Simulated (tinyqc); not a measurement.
Inversion-layer mobility, back-scattering and ballistic limit of a field-effect transistor: one step, computed by the program tinyqc. Command: `OMP_NUM_THREADS=1 python tinyqc.py 3015267 3015268 out.jsonl mos walk`. One thread of a shared host (Intel(R) Xeon(R) Processor @ 2.30GHz), about 0.01 s of CPU time with the checks.

The charge at the top of the source barrier is fixed by the gate; series resistance and short-channel effects are left out. F_j are Fermi integrals normalised to exp(eta) in the classical limit.

Question. Back-scattering. F_j(eta) = (1/Gamma(j + 1)) int_0^infinity x^j/(1 + exp(x - eta)) dx, F_0 = ln(1 + exp(eta)). Integrals over x = E/(k_B T) use 160 Gauss-Legendre points in u = sqrt(x) from 0 to sqrt(max(eta, 0) + 32). Ballistic channel: N_2D = g_v m k_B T/(pi hbar^2), U = e V_D/(k_B T); eta_F solves N_inv = (N_2D/2)[F_0(eta_F) + F_0(eta_F - U)]; v_T = sqrt(2 k_B T/(pi m)); I/W = e (N_2D/2) v_T [F_1/2(eta_F) - F_1/2(eta_F - U)]; injection velocity v_T F_1/2(eta_F)/F_0(eta_F). Mean free path lambda = (2 k_B T/e)(mu/v_T) F_0(eta_0)/F_-1/2(eta_0), with eta_0 from N_inv = N_2D F_0(eta_0); critical length l = L (1 + U)^(-a), an empirical rule; back-scattering r = l/(l + lambda). Then eta solves N_inv = (N_2D/2)[(1 + r) F_0(eta) + (1 - r) F_0(eta - U)] and I/W = e (N_2D/2) v_T (1 - r)[F_1/2(eta) - F_1/2(eta - U)]. Ballistic ratio: I over the ballistic current. Apparent mobility 1/(1/mu + 1/mu_B), mu_B = mu L/lambda.

Inputs (values chosen for the exercise, modelled on a 4H-SiC n-channel):

| quantity | value | unit |
|---|---|---|
| transport mass m | 0.3 | m_0 |
| valley degeneracy g_v | 3 | - |
| drain voltage V_D | 0.59 | V |
| channel length L | 390 | nm |
| exponent a of the critical length | 0.62 | - |
| temperature T | 77 | K |

Statistics at the top of the barrier: Fermi-Dirac.

inversion density N_inv = 1.953219e+12 1/cm^2

effective mobility mu = 15.50997 cm^2/(V s)

Constants: m_0 = 9.1093837015e-31 kg; k_B = 1.380649e-23 J/K; hbar = 1.054571817e-34 J s; k_B = 8.617333262e-05 eV/K; e = 1.602176634e-19 C.

Give: eta_0; mean free path lambda; critical length l; back-scattering coefficient r; current I/W; ballistic ratio; apparent low-field mobility.

Answer.

eta_0 = 0.1722

mean free path lambda = 0.4819 nm

critical length l = 23.97 nm

back-scattering coefficient r = 0.9803

current I/W = 1.734 microampere/micrometre

ballistic ratio = 0.008983

apparent low-field mobility = 15.49 cm^2/(V s)

L/lambda = 809.35, but at this drain voltage only the first 24.0 nm can return a carrier to the source, so the device works at 1 % of its ballistic limit.
